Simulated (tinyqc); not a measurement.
Reduced Fermi level from a carrier density: charge neutrality of a doped semiconductor with incomplete ionisation. Computed by tinyqc, a small Python program. Command: `OMP_NUM_THREADS=1 python tinyqc.py 3029519 3029520 out.jsonl dopant walk`. One thread of a shared host (Intel(R) Xeon(R) Processor @ 2.30GHz), about 0.03 s of CPU time with the checks.

Energies are counted from the top of the valence band; E_D is measured down from the conduction band and E_A up from the valence band.

Inputs (values chosen for the exercise, modelled on ZnO):
```
quantity              value  unit
gap at 0 K E_g0        3.45    eV
Varshni alpha      0.000538  eV/K
Varshni beta            490     K
electron mass m_e      0.26   m_0
valleys M_c               1     -
hole mass m_h         0.777   m_0
temperature T           600     K
```

Doping: n-type. Statistics of the bands: Fermi-Dirac.

ratios u of density to N: 0.028  0.099  0.35  1.3  4.5  16  58

Constants: m_0 = 9.1093837015e-31 kg; k_B = 1.380649e-23 J/K; h = 6.62607015e-34 J s; k_B = 8.617333262e-05 eV/K.

Method:
- E_g = E_g0 - alpha T^2/(T + beta).
- N_c = 2 M_c (2 pi m_e k_B T/h^2)^(3/2) and N_v = 2 (2 pi m_h k_B T/h^2)^(3/2), masses in units of m_0.
- n_i = sqrt(N_c N_v) exp(-E_g/(2 k_B T)); E_i = E_g/2 + (k_B T/2) ln(N_v/N_c).
- F_1/2(eta) = (2/sqrt(pi)) int_0^infinity sqrt(x)/(1 + exp(x - eta)) dx, by the trapezoid rule in t = sqrt(x) with step 0.02 up to t = 12 (for eta < -12 by exp(eta) - exp(2 eta)/2^(3/2)).
- For u = density/N of the majority band, eta solves F_1/2(eta) = u (bisection). Boltzmann: ln u. Joyce-Dixon: ln u + u/sqrt(8) - 4.95009e-3 u^2 + 1.48386e-4 u^3 - 4.42563e-6 u^4. Degenerate limit: (3 sqrt(pi) u/4)^(2/3). The last column is (eta - ln u) k_B T.

N_c = 9.40973e+18 cm^-3

k_B T = 0.0517040 eV

Eta by four rules:
```
u      density (cm^-3)   exact  Boltzmann  Joyce-Dixon  degenerate  Boltzmann error (meV)
0.028       2.6347e+17  -3.566    -3.5756       -3.566       0.111             5.1164e-01
0.099       9.3156e+17  -2.278    -2.3126       -2.278       0.259             1.8072e+00
0.35        3.2934e+18  -0.927    -1.0498       -0.927       0.600             6.3670e+00
1.3         1.2233e+19   0.714     0.2624        0.714       1.440             2.3348e+01
4.5         4.2344e+19   3.007     1.5041        3.007       3.295             7.7692e+01
16          1.5056e+20   7.566     2.7726        7.480       7.677             2.4785e+02
58          5.4576e+20  18.070     4.0604      -13.216      18.115             7.2433e+02
```

What does the comparison show, and why?

Boltzmann statistics place E_F within 1 meV of the exact value up to u = 0.0280 of those listed and miss by 724 meV at u = 58. Joyce-Dixon stays within 0.01 in eta up to u = 4.50; the degenerate limit is still 0.25 % high at the last u. Past u of about 10 the Joyce-Dixon series fails. A parabolic band is assumed throughout.
